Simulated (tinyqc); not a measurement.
Trading HF for NH4F at fixed fluoride: speciation in dilute and buffered hydrofluoric acid, oxide etch rate and bath loading. Computed by tinyqc, a small Python program. Command: `OMP_NUM_THREADS=1 python tinyqc.py 3120092 3120093 out.jsonl hfetch walk`. One thread of a shared host (Intel(R) Xeon(R) Processor @ 2.30GHz), about 0.01 s of CPU time with the checks.

Concentrations stand for activities, NH4+ and Cl- are spectators, and water ionisation is neglected. H, F and HF2 denote the ions H+, F- and HF2-. The base temperature is 298 K.

Inputs (values chosen for the exercise, of the order of those for thermal oxide at room temperature):
```
quantity                           value            unit
HF added                            0.46           mol/L
NH4F added                             0           mol/L
K1 = [H][F]/[HF]                 0.00063           mol/L
K2 = [HF2]/([HF][F])                3.47           L/mol
K3 = [H2F2]/[HF]^2                     0           L/mol
rate constant of neutral HF k_a      8.1  nm L/(min mol)
rate constant of HF2 k_b              54  nm L/(min mol)
```

Method:
- Fluoride balance: [HF] + [F] + 2 [HF2] + 2 [H2F2] = HF added + NH4F added. Acid balance: [H] + [HF] + [HF2] + 2 [H2F2] = HF added + HCl added. For a trial [H], [HF] = [H][F]/K1, and the fluoride balance is a quadratic in [F].
- Rate = k_a ([HF] + 2 [H2F2]) + k_b [HF2], an empirical two-term form.
- Total fluoride is held at HF + NH4F added, without HCl; x is the share added as HF.

Against x:
```
x         pH  [F] (mol/L)  [HF] (mol/L)  [HF2] (mol/L)  rate (nm/min)
0.05  4.8584      0.42334       0.00931       0.013676         0.8139
0.15  4.2574      0.35309       0.03098       0.037962         2.3009
0.30  3.7486      0.25718       0.07283       0.064994         4.0996
0.40  3.4693      0.20090       0.10822       0.075441         4.9504
0.50  3.2043      0.15157       0.15032       0.079058         5.4867
0.60  2.9407      0.10948       0.19919       0.075668         5.6995
0.75  2.5226      0.05949       0.28348       0.058516         5.4561
0.90  2.0142      0.02427       0.37291       0.031408         4.7166
1.00  1.5939      0.01037       0.41943       0.015098         4.2127
```

What follows from these numbers?

[HF2] is largest at x = 0.5 and the rate at x = 0.6 among these rows; HF2 needs both HF and F. At its best the mixture etches 1.35 times as fast as HF alone.

Extremes, crossings and ranges named in words are read from the listed rows.
